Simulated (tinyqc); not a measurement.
Composition and strain of an epitaxial Si(1-x)Ge(x) layer from Raman and X-ray peaks: one step, computed by the program tinyqc. Command: `OMP_NUM_THREADS=1 python tinyqc.py 3010988 3010989 out.jsonl epiraman walk`. One thread of a shared host (Intel(R) Xeon(R) Processor @ 2.30GHz), about 0.01 s of CPU time with the checks.

A (001) layer, biaxially strained in the plane. The Raman peaks follow empirical lines omega = w0 + c1 x + c3 x^3 + b eps (c3 for Si-Ge alone), with eps the in-plane strain.

Problem. Lattice constants and strain. Relaxed lattice constant a(x) = a_Si + (a_Ge - a_Si) x - B x (1 - x). In-plane constant a_par = a_sub + R (a(x) - a_sub); eps = a_par/a(x) - 1; eps_perp = -(2 C12/C11) eps with 2 C12/C11 linear in x; a_perp = a(x) (1 + eps_perp).

Inputs (values chosen for the exercise, modelled on silicon-germanium):

| quantity | value | unit |
|---|---|---|
| Ge fraction x | 0.23 | - |
| degree of relaxation R | 0.73 | - |
| lattice constant of Si | 5.431 | angstrom |
| lattice constant of Ge | 5.658 | angstrom |
| bowing B | 0.028 | angstrom |
| 2 C12/C11 of Si | 0.769 | - |
| 2 C12/C11 of Ge | 0.756 | - |

Substrate: germanium.

Give: relaxed constant a(x); substrate constant a_sub; a_par; in-plane strain eps; strain along the normal; a_perp.

Solution.

relaxed constant a(x) = 5.478 angstrom

substrate constant a_sub = 5.658 angstrom

a_par = 5.527 angstrom

in-plane strain eps = 8.859 per mille

strain along the normal = -6.786 per mille

a_perp = 5.441 angstrom

The layer is under tension in the plane and is shortened along the normal.
